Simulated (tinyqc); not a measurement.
## Gate voltage for a given inversion charge

Inverse problem. p-type body, charge-sheet picture, depletion and inversion only, full ionisation (an idealisation for deep acceptors), Boltzmann statistics (rough once Na exp(x - xn) passes about Nc/7). In units of Vt: xg = (Vg - Vfb)/Vt, x = psi/Vt, G = gamma/sqrt(Vt), xn = (2 phiF + Vc)/Vt. The implicit equation is (xg - x)^2 = G^2 [x - 1 + exp(x - xn)] for x above about 3. Cox = eps0 eox/tox. ni = sqrt(Nc Nv) exp(-Eg/(2 Vt)), Eg in volts; phiF = Vt ln(Na/ni); gamma = sqrt(2 q eps0 eps_r Na)/Cox. N_inv = (Cox Vt G/q) [sqrt(x - 1 + exp(x - xn)) - sqrt(x - 1)]. Find x - xn, psi and Vg.

Values chosen for this exercise; band and dielectric values close to those of silicon: temperature T = 350 K; band gap Eg = 1.12 eV; relative permittivity eps_r = 11.9; conduction-band density of states at T Nc = 3.53e19 cm^-3; valence-band density of states at T Nv = 3.28e19 cm^-3; relative permittivity of the gate insulator (close to silicon dioxide) eox = 3.9; insulator thickness tox = 2.4 nm; acceptor density Na = 1.9e18 cm^-3; flat-band voltage Vfb = -0.39 V; channel-body voltage Vc = 0 V.

Constants: q = 1.602176634e-19 C, kB = 1.380649e-23 J/K, Vt = kB T/q, eps0 = 8.8541878128e-14 F/cm where lengths are in cm. Results are converted to the units shown.

N_inv = 2.9e11 cm^-2

Solution. N_inv rises steadily with x, so it fixes x; the implicit equation then gives xg directly.

x - xn = 1.35
psi = 0.987 V
Vg = 1.17 V

Computed by the program tinyqc: `OMP_NUM_THREADS=1 python tinyqc.py 2122154 2122155 out.jsonl`, one thread of a shared Intel Xeon 2.30GHz, about 0.01 s for the whole run.
